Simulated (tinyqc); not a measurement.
Resistance of a tapered via with liner, size effect and interface: via resistance against the diameter at the bottom.

A round via whose diameter grows from db at the bottom as D(z) = db + 2 z/tan(ang). The fill, of diameter D - 2 tl, starts above the bottom liner (thickness fb tl) and has rho = rho0 (1 + ks lam/(D - 2 tl)); the sidewall liner conducts in parallel with it. The bottom liner and the interface are crossed over the full area pi db^2/4. Spreading in the lines above and below is left out.

Slices between z0 = fb tl and hv, evaluated at their midpoints: conductance per length pi/4 [(D - 2 tl)^2/rho + (D^2 - (D - 2 tl)^2)/rl], slice resistance = slice height over that. 2000 slices. R_fill = sum of the slices; R_bottom = rl fb tl/(pi db^2/4); R_interface = ri/(pi db^2/4); ballistic (Sharvin) limit 1/(Sb pi (db - 2 tl)^2/4); ideal cylinder rho0 hv/(pi db^2/4).

Parameters, values chosen for the exercise; fill metal close to copper: height hv = 54 nm; sidewall angle ang = 88 degrees; bulk resistivity of the fill rho0 = 1.67 uohm cm; mean free path of the fill lam = 38.7 nm; size-effect factor ks = 1.5; liner on the sidewall tl = 2.7 nm; liner at the bottom over that on the sidewall fb = 0.7; resistivity of the liner rl = 440 uohm cm; interface resistivity at the bottom ri = 6.3e-13 ohm cm^2; ballistic conductance per area, about 3/(4 rho0 lam) Sb = 1.1e15 S/m^2.

Result of one run:
columns A: db (nm); B: R_fill (ohm); C: R_bottom (ohm); D: R_interface (ohm); E: R (ohm); F: ballistic limit (ohm); G: R over ideal cylinder; H: largest part
```
A        B       C         D       E        F       G             H
42  1.8694  6.0024  0.045473  7.9173  0.86408  12.163  bottom liner
```

What becomes of these results when the diameter at the bottom db is changed from 42 to 16 nm, all else the same?

Result of the changed run:
columns A: db (nm); B: R_fill (ohm); C: R_bottom (ohm); D: R_interface (ohm); E: R (ohm); F: ballistic limit (ohm); G: R over ideal cylinder; H: largest part
```
A        B       C        D       E       F       G             H
16  40.169  41.360  0.31334  81.843  10.302  18.247  bottom liner
```

The whole series:
columns A: db (nm); B: R_fill (ohm); C: R_bottom (ohm); D: R_interface (ohm); E: R (ohm); F: ballistic limit (ohm); G: R over ideal cylinder; H: largest part
```
A          B       C         D       E        F       G             H
8.3   641.79  153.70    1.1644  796.65   137.63  47.797          fill
11    175.44  87.506   0.66293  263.60   36.910  27.779          fill
16    40.169  41.360   0.31334  81.843   10.302  18.247  bottom liner
22    13.378  21.877   0.16573  35.420   4.2005  14.931  bottom liner
30    5.0202  11.765  0.089127  16.874   1.9127  13.226  bottom liner
42    1.8694  6.0024  0.045473  7.9173  0.86408  12.163  bottom liner
58   0.76859  3.1475  0.023845  3.9400  0.41836  11.543  bottom liner
80   0.33240  1.6544  0.012533  1.9993  0.20799  11.144  bottom liner
```

R falls from 797 to 2.00 ohm. The fill is the largest part at db = 8.3, the bottom liner from 16 on. R goes as db^(-3.93) between the first two rows and db^(-2.11) between the last two; area alone gives -2. For db = 58, 80 the ballistic limit exceeds half of R_fill, so the diffusive model understates R.

Numbers from tinyqc (`OMP_NUM_THREADS=1 python tinyqc.py 2750067 2750068 out.jsonl`; about 0.01 s on one thread of a shared Intel Xeon 2.30GHz).
